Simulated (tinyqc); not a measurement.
Complex band structure along [001] in sp3s* tight binding: one step. Complex wave vectors at one energy in the gap. Two cases, with inputs chosen for the exercise.

Question. Solve det(H0 - E + z T + T^T/z) = 0 with E = Ev + dE, as the linear problem [[0, 1], [-T^T, E - H0]] x = z [[1, 0], [0, T]] x. Roots come as z, -z, 1/z and conjugates; list those with 0 < |z| < 1 and Re z, Im z >= 0, by falling |z|. Re kz = arg(z)/(pi/2) in units of 2 pi/a, kappa = -(4/a) ln|z|.

For k = (0, 0, kz) the phase sums are g0 = cos(phi) and g3 = i sin(phi), phi = kz a/4, and the s, pz, s* orbitals of anion (a) and cation (c) decouple from px, py. With z = exp(i phi), H(z) = H0 + z T + T^T/z for any complex z. H0 is diagonal (Esa, Epa, Exa, Esc, Epc, Exc). The anion-cation block is B(z) = z U + W/z and the cation-anion block z W^T + U^T/z, where U has Vss/2 (s,s), Vsapc/2 (s,z), -Vscpa/2 (z,s), Vxx/2 (z,z), Vxapc/2 (s*,z), -Vpaxc/2 (z,s*), and W has the same values with the s-z and s*-z signs reversed. |z| = 1 is a band state, |z| < 1 decays along [001] as exp(-kappa d) over a distance d, kappa = -(4/a) ln|z|. No spin-orbit coupling.

Give: Decaying roots.

Case 1.

Values chosen (out of a larger set: near a published set for Si, fitted to gaps, whose masses and valley positions are rough (light masses up to twice too heavy); not measured data): dE = 0.83 eV (E - Ev); a = 5.429 angstrom (lattice constant).

diagonal of H0 (eV): sa -4.182000, za 1.730000, s*a 6.749000, sc -4.182000, zc 1.730000, s*c 6.749000

T (eV), rows sa, za, s*a, sc, zc, s*c and columns alike:
```
[[0.000000, 0.000000, 0.000000, -4.195000, 2.854500, 0.000000],
 [0.000000, 0.000000, 0.000000, -2.854500, 0.852500, -2.690000],
 [0.000000, 0.000000, 0.000000, 0.000000, 2.690000, 0.000000],
 [-4.195000, 2.854500, 0.000000, 0.000000, 0.000000, 0.000000],
 [-2.854500, 0.852500, -2.690000, 0.000000, 0.000000, 0.000000],
 [0.000000, 2.690000, 0.000000, 0.000000, 0.000000, 0.000000]]
```

Ev = 0.025000 eV

Answer.

Decaying roots:
```
Re z      Im z     |z|  Re kz (2 pi/a)  kappa (1/angstrom)
0.7794  0.0000  0.7794          0.0000              0.1836
0.2956  0.6504  0.7144          0.7284              0.2478
```

The slowest root has kappa = 0.1836 1/angstrom at Re kz = 0.000: a purely imaginary k at Gamma. The probability falls by exp(-2 kappa d), a factor 39.4 over 1 nm.

Case 2.

Values chosen (out of a larger set: near a published set for GaP, fitted to gaps, whose masses and valley positions are rough (light masses up to twice too heavy); not measured data): dE = 0.45 eV (E - Ev); a = 5.451 angstrom (lattice constant).

diagonal of H0 (eV): sa -8.131000, za 1.129000, s*a 8.569000, sc -2.214000, zc 4.128000, s*c 7.190000

T (eV), rows sa, za, s*a, sc, zc, s*c and columns alike:
```
[[0.000000, 0.000000, 0.000000, -3.734500, 2.127000, 0.000000],
 [0.000000, 0.000000, 0.000000, -3.177000, 1.072500, -2.542500],
 [0.000000, 0.000000, 0.000000, 0.000000, 2.315500, 0.000000],
 [-3.734500, 3.177000, 0.000000, 0.000000, 0.000000, 0.000000],
 [-2.127000, 1.072500, -2.315500, 0.000000, 0.000000, 0.000000],
 [0.000000, 2.542500, 0.000000, 0.000000, 0.000000, 0.000000]]
```

Ev = 0.011340 eV

Answer.

Decaying roots:
```
Re z      Im z     |z|  Re kz (2 pi/a)  kappa (1/angstrom)
0.8455  0.0000  0.8455          0.0000              0.1232
0.0963  0.3817  0.3936          0.8427              0.6842
```

The slowest root has kappa = 0.1232 1/angstrom at Re kz = 0.000: a purely imaginary k at Gamma. The probability falls by exp(-2 kappa d), a factor 11.7 over 1 nm.

Computed by tinyqc, one run a case: `OMP_NUM_THREADS=1 python tinyqc.py N N+1 out.jsonl` with N = 1481277, 1481457; one thread of a shared Intel(R) Xeon(R) Processor @ 2.30GHz, about 0.01 s a run at most.
